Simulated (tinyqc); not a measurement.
From results back to parameters: effective mass of the split-off band from tabulated energies. Five cases, with inputs chosen for the exercise.

Problem. A band follows E (1 + alpha E) = c k^2/m, c = hbar^2/2m0. Its energies at two wave vectors are given.

Constants: hbar^2/2m0 = 3.80998211 eV angstrom^2.

Case 1.

Values chosen (out of a larger set: band of an eight-band Kane model near CdTe; not measured data): k12 = (0.039, 0.104) 1/angstrom (two wave vectors).

energies (meV): 22.92497  169.21642

Case 2.

Values chosen (out of a larger set: band of an eight-band Kane model near InAs; not measured data): k12 = (0.0126, 0.0336) 1/angstrom (two wave vectors).

energies (meV): 7.15643  55.34321

Case 3.

Values chosen (out of a larger set: band of an eight-band Kane model near InAs; not measured data): k12 = (0.0204, 0.0544) 1/angstrom (two wave vectors).

energies (meV): 19.79183  166.36839

Case 4.

Values chosen (out of a larger set: band of an eight-band Kane model near GaAs; not measured data): k12 = (0.0213, 0.0568) 1/angstrom (two wave vectors).

energies (meV): 10.66284  89.33859

Case 5.

Values chosen (out of a larger set: band of an eight-band Kane model near InAs; not measured data): k12 = (0.0216, 0.0576) 1/angstrom (two wave vectors).

energies (meV): 22.10950  201.47850

Find: y = c k^2/E; m; alpha.

Solution. y = m + m alpha E is a straight line through the two points. A negative alpha means that the band steepens away from the edge, repelled by the bands nearer the gap.

Case 1.

y = c k^2/E (m0): 0.25278  0.24353
m = 0.2542 m0
alpha = -0.25 1/eV

Case 2.

y = c k^2/E (m0): 0.08452  0.07772
m = 0.0855 m0
alpha = -1.65 1/eV

Case 3.

y = c k^2/E (m0): 0.08011  0.06777
m = 0.0818 m0
alpha = -1.03 1/eV

Case 4.

y = c k^2/E (m0): 0.16211  0.13759
m = 0.1654 m0
alpha = -1.88 1/eV

Case 5.

y = c k^2/E (m0): 0.08040  0.06274
m = 0.0826 m0
alpha = -1.19 1/eV

Computed by tinyqc, one run a case: `OMP_NUM_THREADS=1 python tinyqc.py N N+1 out.jsonl` with N = 1851271, 1880173, 1880183, 1880190, 1880404; one thread of a shared Intel(R) Xeon(R) Processor @ 2.30GHz, about 0.01 s a run at most.
